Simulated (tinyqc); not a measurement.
Thickness series: Landau-Devonshire theory of a uniaxial ferroelectric. Computed by tinyqc, a small Python program. Command: `OMP_NUM_THREADS=1 python tinyqc.py 3012282 3012283 out.jsonl ferro walk`. One thread of a shared host (Intel(R) Xeon(R) Processor @ 2.30GHz), about 0.01 s of CPU time with the checks.

G(P) = (alpha/2) P^2 + (beta*/4) P^4 + (gamma/6) P^6 - E P per volume, SI units, one domain, P along the polar axis.

Inputs (values chosen for the exercise, modelled on barium titanate):
```
quantity                           value             unit
alpha_0                           669000      J m/(C^2 K)
Curie-Weiss temperature T0           381                K
beta                           -8.25e+08        J m^5/C^4
gamma                           1.59e+10        J m^9/C^6
temperature T                        301                K
film thickness d                     9.6               nm
screening length lambda           0.0056               nm
background permittivity eps_b          8                -
series capacitance C_d               7.5  microfarad/cm^2
```

Sample: free crystal.

Constants: eps_0 = 8.8541878128e-12 F/m.

Method:
- alpha = alpha_0 (T - T0*), T0* = T0, beta* = beta.
- Ps^2 = [-beta* + sqrt(beta*^2 - 4 alpha gamma)]/(2 gamma).
- chi = 1/(eps_0 G''), G'' = alpha + 3 beta* P^2 + 5 gamma P^4 at Ps. Ps, chi and the coercive field are for perfect screening, without a depolarising field. The intrinsic coercive field is |alpha P + beta* P^3 + gamma P^5| at the P_c where G'' = 0. 1 C/m^2 = 100 microcoulomb/cm^2.
- Between shorted electrodes with screening length lambda each, the depolarising field is -k P, k = 2 lambda/(eps_0 (d + 2 lambda eps_b)), so alpha turns into alpha + k.
- The polar state is the lowest uniform state while alpha + k < 0 (beta* > 0) or < 3 beta*^2/(16 gamma) (beta* < 0); setting the equality gives the critical thickness d_c.
- Domains are left out, though they can pre-empt both the loss of P and the state at P = 0. The second and third columns are for the shorted capacitor, polar only where it is the lowest uniform state: alpha + k < 0 (beta* > 0) or < 3 beta*^2/(16 gamma) (beta* < 0). The last column is another circuit, the film in series with C_d at P = 0: 1/C = (alpha d)/(1 + alpha eps_0 eps_b) + 1/C_d, and P = 0 is locally stable while 1/C > 0; a dash marks the rest.

alpha = -5.35200e+07 J m/C^2

beta* = -8.25e+08 J m^5/C^4

critical thickness d_c = 20.4630 nm

spontaneous polarisation Ps = 29.9161 microcoulomb/cm^2

Against thickness:
```
d (nm)  P (microcoulomb/cm^2)  depolarising field (MV/m)  C of the stack / C_d
1                       0.000                      0.000                1.0040
2                       0.000                      0.000                1.0081
3                       0.000                      0.000                1.0122
5                       0.000                      0.000                1.0206
8                       0.000                      0.000                1.0333
15                      0.000                      0.000                1.0643
30                     25.158                     10.576                1.1375
60                     27.938                      5.881                1.3188
150                    29.186                      2.460                2.5277
```

What does the comparison show, and why?

The polar state appears between 15 and 30 nm (d_c = 20.5 nm), and at 150 nm P is 97.6 % of Ps. The stack exceeds C_d wherever it is stable, up to 2.53 times: the ferroelectric held at P = 0 acts as a negative capacitance.

Extremes, crossings and ranges named in words are read from the listed rows.
